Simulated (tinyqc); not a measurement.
Defect equilibria of an oxide against oxygen pressure (mass action): one step, computed by the program tinyqc. Command: `OMP_NUM_THREADS=1 python tinyqc.py 3011343 3011344 out.jsonl brouwer walk`. One thread of a shared host (Intel(R) Xeon(R) Processor @ 2.30GHz), about 0.01 s of CPU time with the checks.

Defects: oxygen vacancies V (charge +2), electrons n, holes p, the ionic partner X = V_M'' (charge -2), and the dopant. Activities are taken equal to concentrations.

Problem. Solution at the given pressure. Neutrality: 2 [V] + p + N_d = n + 2 [X]. With n as the unknown, [V] = K_r/(n^2 P^(1/2)), p = K_i/n, [X] = K_s/[V]; the log ratio is ln(positive/negative). The root is found by 60 bisections in ln n between n = 1e-10 and 1e25 cm^-3.

Inputs (values chosen for the exercise, for a model oxide): dopant density N_d = 6.7e+19 cm^-3; temperature T = 800 K; oxygen pressure P = 1e-18 atm.

Ionic disorder: Schottky, oxide MO. Dopant (singly charged, fully ionised): donor.

K_r = 1.048317e+38 cm^-9 atm^(1/2)

K_i = 1.168697e+24 cm^-6

K_s = 1.731321e+21 cm^-6

Give: n; [V]; p; [X].

Solution.

n = 6.700e+19 cm^-3

[V] = 2.335e+07 cm^-3

p = 17443 cm^-3

[X] = 7.414e+13 cm^-3

The largest terms give the Brouwer balance N_d = n; the smaller of the two terms is 100 % of the total charge of one sign.
